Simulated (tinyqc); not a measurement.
## Reduced doping and fringe capacitance from two biases

Question. C = eps0 eps_r hr/W + Cf with W = sqrt(2 eps0 eps_r (Vb + V)/(q Nr)), 1/Nr = 1/Na + 1/Nd. Find Cf, W at zero bias and Nr.

Inputs (values chosen for the exercise); values close to those of silicon near 1550 nm: relative permittivity of the semiconductor eps_r = 11.7; built-in voltage Vb = 0.99 V; rib height hr = 220 nm.

Constants: q = 1.602176634e-19 C, eps0 = 8.8541878128e-14 F/cm where lengths are in cm. Results are converted to the units shown.

C at V = 0 and 3 V (pF/m): [354.96032, 198.89454]

Answer. C is linear in (Vb + V)^(-1/2); the intercept is Cf.

Cf = 44.0 pF/m
W(0) = 73.3 nm
Nr = 2.38e17 cm^-3

Program tinyqc, `OMP_NUM_THREADS=1 python tinyqc.py 2650112 2650113 out.jsonl`; Intel Xeon 2.30GHz, shared host, one thread, about 0.01 s.
